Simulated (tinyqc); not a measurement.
Voltage acceleration of oxide breakdown, four models on the same data: lifetime against voltage in four models.

Field E = V/tox in MV/cm. Models: ln(t63/1 s) = a - c X with X = E (E model), -1/E (1/E model), ln V (power law, c the exponent n) or sqrt(E).

a and c were fitted to stress data from 5.75 to 7.98 V. Project to Vu, multiply by exp[(Ea q/kB)(1/Tu - 1/Ts)] and by ks; ten years are 3.15576e8 s.

Parameters, values chosen for the exercise: oxide thickness tox = 5.7 nm; stress temperature Ts = 423 K; use temperature Tu = 378 K; activation energy Ea = 0.86 eV; factor for area and percentile ks = 5.7e-6.

Constants: q = 1.602176634e-19 C, kB = 1.380649e-23 J/K. Results are converted to the units shown.

```
model	c	a
E	3.22197	42.7707
1/E	458.804	-34.8273
power	38.6991	78.1637
sqrt E	22.3685	81.4168
```

Result of one run:
```
log10 years, E	log10 years, 1/E	log10 years, power	log10 years, sqrt E
-0.9758	8.084	2.510	0.5676
```

Which use voltage Vu gave this result: 3.27, 3.83, 4.38 or 6.6 V?

Vu = 3.27 V.

The whole series:
```
Vu (V)	log10 years, E	log10 years, 1/E	log10 years, power	log10 years, sqrt E
2.72	0.3744	15.11	5.605	2.614
3.27	-0.9758	8.084	2.510	0.5676
3.83	-2.351	3.006	-0.1466	-1.346
4.38	-3.701	-0.7181	-2.402	-3.094
4.94	-5.075	-3.658	-4.424	-4.763
5.49	-6.426	-5.961	-6.198	-6.313
6.05	-7.800	-7.876	-7.831	-7.814
6.6	-9.151	-9.440	-9.293	-9.221
```

The four agree within 0.29 decades in the last row, inside the stress range, and part by 14.7 decades in the first. The local exponent -d ln t/d ln V is c E for the E model, which shrinks as V falls, constant for the power law, and c/E for the 1/E model, which grows as V falls.

Range of the model: All four laws are empirical fits; none is established far below the stress range.

Numbers from tinyqc (`OMP_NUM_THREADS=1 python tinyqc.py 2070064 2070065 out.jsonl`; about 0.01 s on one thread of a shared Intel Xeon 2.30GHz).
